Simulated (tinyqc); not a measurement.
# Global model of a low-pressure process discharge: electron temperature, density, ion flux and ion energy, step by step

A worked calculation. Computed by tinyqc, a small Python program that keeps every step. Command: `OMP_NUM_THREADS=1 python tinyqc.py 3114001 3114002 out.jsonl plasma walk`. One thread of a shared host (Intel(R) Xeon(R) Processor @ 2.30GHz), about 0.01 s of CPU time with the checks. Intermediate numbers are printed to about 7 digits and carried at full precision; extremes and crossings named in words are read from the listed rows.

Maxwellian electrons with temperature T_e in eV, one positive ion, no negative ions, uniform bulk density n; rate constants have the Arrhenius form.

Inputs (values chosen for the exercise, of the order of those of an inductive discharge in a simple atomic gas): ion mass M = 40 u; ionisation prefactor K0 = 4.9e-14 m^3/s; ionisation energy E_iz = 13.5 eV; excitation prefactor X0 = 5.4e-15 m^3/s; excitation energy E_ex = 10.1 eV; elastic rate constant K_el = 1.2e-13 m^3/s; ion-neutral cross section = 7e-19 m^2; pressure p = 2.2 Pa; gas temperature T_g = 400 K; radius R = 11 cm; height L = 9.6 cm; absorbed power P = 140 W; bias power P_b = 26 W; radius of the biased electrode = 5 cm; bias frequency = 60 MHz; mixing = 0.4.

Constants: k_B = 1.380649e-23 J/K; e = 1.602176634e-19 C; u = 1.6605390666e-27 kg; m_0 = 9.1093837015e-31 kg; eps_0 = 8.8541878128e-12 F/m.

## Geometry factors

n_g = p/(k_B T_g); lambda_i = 1/(n_g sigma); h_L = 0.86/sqrt(3 + L/(2 lambda_i)), h_R = 0.8/sqrt(4 + R/lambda_i); A_eff = 2 pi R^2 h_L + 2 pi R L h_R; d_eff = pi R^2 L/A_eff.

gas density n_g = 3.983634e+20 1/m^3

ion mean free path = 0.3586101 cm

h_L = 0.2124590

h_R = 0.1358589

A_eff = 251.6682 cm^2

d_eff = 14.50034 cm

## A fixed-point cycle for T_e

Particle balance: K0 exp(-E_iz/T_e) n_g d_eff = u_B, u_B = sqrt(e T_e/M). Cycle: T_out = T sqrt(loss/creation) with loss/creation = u_B/(K0 exp(-E_iz/T) n_g d_eff); T -> T + mixing (T_out - T), kept between 0.3 and 60 eV, from 3 eV; stop at |T_out - T| < 1e-9 eV or after 60 steps.

Course:
```
step    T (eV)  T_out (eV)  residual (eV)
0     3.000000    0.877481  -2.122519e+00
1     2.150992    1.407103  -7.438899e-01
2     1.853436    1.933284   7.984758e-02
3     1.885375    1.856851  -2.852447e-02
4     1.873966    1.883426   9.460689e-03
5     1.877750    1.874525  -3.225170e-03
6     1.876460    1.877549   1.089628e-03
...        ...         ...            ...
13    1.876786    1.876785  -5.566845e-07
14    1.876785    1.876786   1.885101e-07
15    1.876785    1.876785  -6.383520e-08
16    1.876785    1.876785   2.161652e-08
17    1.876785    1.876785  -7.320006e-09
18    1.876785    1.876785   2.478775e-09
19    1.876785    1.876785  -8.393879e-10
```

last residual = 8.393879e-10 eV

Converged in 20 steps.

## Electron temperature

Root found by bracketing.

T_e = 1.876785 eV

Bohm velocity u_B = 2127.688 m/s

K_iz = 3.683413e-17 m^3/s

## Energy per pair and density

E_c = E_iz + (X0 exp(-E_ex/T_e) E_ex + K_el (3 m_0/M) T_e)/K_iz; wall potential V_s = (T_e/2) ln(M/(2 pi m_0)); E_T = E_c + 2 T_e + T_e/2 + V_s; n = P/(e u_B A_eff E_T); ion current density J = e h_L n u_B; ionised share n/n_g.

collisional loss per pair E_c = 20.56381 eV

wall potential V_s = 8.782586 V

E_T = 34.03836 eV

plasma density n = 4.794162e+11 1/cm^3

ion current density J = 3.472211 mA/cm^2

ionised share = 0.001203464

Collisions take 60 % of the power and the walls the rest. T_e came from the particle balance alone; the power sets only n.

## Biased electrode

All bias power goes to ions: V_b = P_b/(J pi r^2). Debye length at the sheath edge lambda_D = sqrt(eps_0 T_e/(e h_L n)); Child-law sheath s = (sqrt2/3) lambda_D (2 V/T_e)^(3/4), V = V_b + V_s; ion transit time tau_i = 3 s sqrt(M/(2 e V)); collisions in the sheath s/lambda_i.

bias voltage V_b = 95.34048 V

lambda_D = 31.91042 micrometre

sheath width s = 0.5142781 mm

ion transit time = 68.83831 ns

transit time over bias period = 4.130299

s/lambda_i = 0.1434087

Ions take many periods to cross and see the mean voltage: a narrow energy distribution.

## Pressure series at fixed power

n_g = p/(k_B T_g), lambda_i = 1/(n_g sigma), K_iz = K0 exp(-E_iz/T_e), h_L = 0.86/sqrt(3 + L/(2 lambda_i)), h_R = 0.8/sqrt(4 + R/lambda_i), A_eff = 2 pi R^2 h_L + 2 pi R L h_R and d_eff = pi R^2 L/A_eff follow p. E_c = E_iz + (X0 exp(-E_ex/T_e) E_ex + K_el (3 m_0/M) T_e)/K_iz; E_T = E_c + (5/2) T_e + (T_e/2) ln(M/(2 pi m_0)); n = P/(e u_B A_eff E_T); J = e h_L n u_B. Pressures without a root below 2 E_iz are left out.

Against pressure:
```
p (Pa)  T_e (eV)  E_c (eV)  E_T (eV)    n (1/cm^3)  J (mA/cm^2)
0.1     4.804649  15.76668  50.26209  8.916391e+10     2.201768
0.2     3.611365  16.36891  42.29702  1.340595e+11     2.654914
0.5     2.698324  17.46465  36.83751  2.181321e+11     3.119493
1.0     2.247303  18.64530  34.78001  3.152987e+11     3.355998
2.0     1.915476  20.28951  34.04184  4.559962e+11     3.467705
5.0     1.595944  23.62855  35.08678  7.256341e+11     3.393358
10.0    1.415238  27.78015  37.94097  9.880961e+11     3.148283
20.0    1.270904  34.91303  44.03761  1.257580e+12     2.717064
```

T_e falls from 4.80 to 1.27 eV, n changes by a factor 14.1 and J by 1.23; in J = P h_L/(A_eff E_T), E_T changes by a factor 0.88 and is least at 2 Pa, between wall losses at high T_e and excitation losses at low T_e.

Checks made by the program: cycle against bracketing (relative difference 1e-10).
